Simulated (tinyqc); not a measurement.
# Double-gate transistor below threshold, two-dimensional Poisson equation on a small mesh: effects of single changes

Half of a symmetric double-gate structure: row 0 is the mid-plane of the body, where the normal field vanishes. Mobile charge is neglected (subthreshold), the body is fully depleted, and potentials are counted from the intrinsic level; rows run upward to the gate, columns from source to drain.

Values chosen for this exercise; semiconductor permittivity close to that of silicon:
```
symbol,value,unit,meaning
T,293,K,temperature
eps_r,11.8,,relative permittivity of the semiconductor
eox,22,,relative permittivity of the insulator
tb,8,nm,half the body thickness
tox,5.4,nm,insulator thickness
L,55,nm,channel length
Na,0,cm^-3,acceptor density of the depleted body
Vbi,0.58,V,potential of the source
Vfb,0.09,V,gate offset
Vg,0.05,V,gate voltage
Vd,1,V,drain voltage
```

Constants: q = 1.602176634e-19 C, kB = 1.380649e-23 J/K, Vt = kB T/q, eps0 = 8.8541878128e-14 F/cm where lengths are in cm. Results are converted to the units shown.

Each table varies one quantity; the others keep the values above.

## Effect of the channel length

Mesh: rows i = 0..12 in the semiconductor (step hs = tb/12, row 12 on the interface), then 8 step(s) ho = tox/8 up to the gate row 20; columns j = 0..80 (step hy = L/80). Box integration, divided by eps0: up_i = eps hy/h of the interval above row i, dn_i = that of the interval below (0 for row 0), lat_i = (sum of eps h/2 over the intervals above and below)/hy, s_i = -q Na w_i hy/eps0 with w_i the semiconductor height of the box (hs/2 for row 0 and the interface row, hs between, 0 in the insulator). Each free node obeys (up + dn + 2 lat) psi = up psi(above) + dn psi(below) + lat [psi(left) + psi(right)] + s. Fixed values: gate row Vg - Vfb; column 0 at Vbi and the last column at Vbi + Vd in the semiconductor, each running linearly to Vg - Vfb across the insulator. The system is solved directly. On row 0 the minimum of psi and its place come from a parabola through the three lowest nodes; barrier = Vbi - minimum, swing = Vt ln 10/(d psi/dVg), DIBL = (d psi/dVd)/(d psi/dVg) there. Lambda = pi/k with k the smallest positive root of tan(k tox) tan(k tb) = eox/eps_r.

Effect of the channel length:
```
L (nm)  L/Lambda  barrier (V)  place y/L  swing (mV/decade)  DIBL (mV/V)
20        0.8823      0.06321     0.2490              196.7        406.2
25         1.103       0.1932     0.3345              116.6        232.6
30         1.323       0.3065     0.3732              90.60        142.3
37         1.632       0.4223     0.4025              74.79        76.82
44         1.941       0.4970     0.4198              67.42        43.64
54         2.382       0.5581     0.4354              62.45        20.46
65         2.867       0.5910     0.4465              60.08        9.230
79         3.485       0.6090     0.4561              58.86        3.440
```

As L goes from 20 to 79 nm, the barrier rises from 0.0632 to 0.609 V, the swing falls from 197 to 58.9 mV a decade and DIBL falls from 406 to 3.44 mV/V; the ideal swing is 58.1. L/Lambda goes from 0.88 to 3.5. Between the last two rows DIBL decays with a length of 14.2 nm; 2 Lambda/pi is 14.4 nm. At L = 20 nm the barrier is under 6 Vt, so mobile charge, neglected here, begins to count.

## Effect of the acceptor density of the depleted body

Same model as above.

Effect of the acceptor density of the depleted body:
```
Na (cm^-3)  L/Lambda  barrier (V)  place y/L  swing (mV/decade)  DIBL (mV/V)
0              2.426       0.5622     0.4366              62.14        19.01
5e17           2.426       0.6025     0.4387              62.11        19.30
1e18           2.426       0.6427     0.4406              62.09        19.58
2e18           2.426       0.7232     0.4441              62.04        20.09
3e18           2.426       0.8038     0.4471              62.00        20.56
5e18           2.426       0.9650     0.4523              61.95        21.37
```

What does the table show?

As Na goes from 0 to 5e18 cm^-3, the barrier rises from 0.562 to 0.965 V, the swing stays near 62.1 mV a decade and DIBL rises from 19.0 to 21.4 mV/V; the ideal swing is 58.1. The barrier top moves from y/L = 0.437 to 0.452, towards the middle.

## Effect of the relative permittivity of the insulator

Same model as above.

Effect of the relative permittivity of the insulator:
```
eox  L/Lambda  barrier (V)  place y/L  swing (mV/decade)  DIBL (mV/V)
3.9     1.379       0.3781     0.3856              80.02        99.62
5.9     1.622       0.4477     0.4042              72.07        64.98
8.8     1.869       0.4979     0.4175              67.33        43.34
13      2.112       0.5325     0.4272              64.43        29.81
20      2.372       0.5580     0.4352              62.46        20.51
30      2.595       0.5734     0.4407              61.33        15.15
```

What does the table show?

As eox goes from 3.9 to 30, the barrier rises from 0.378 to 0.573 V, the swing falls from 80.0 to 61.3 mV a decade and DIBL falls from 99.6 to 15.2 mV/V; the ideal swing is 58.1. L/Lambda goes from 1.4 to 2.6.

Computed by the program tinyqc: `OMP_NUM_THREADS=1 python tinyqc.py 2480142 2480143 out.jsonl`, one thread of a shared Intel Xeon 2.30GHz, about 0.1 s for the whole run.
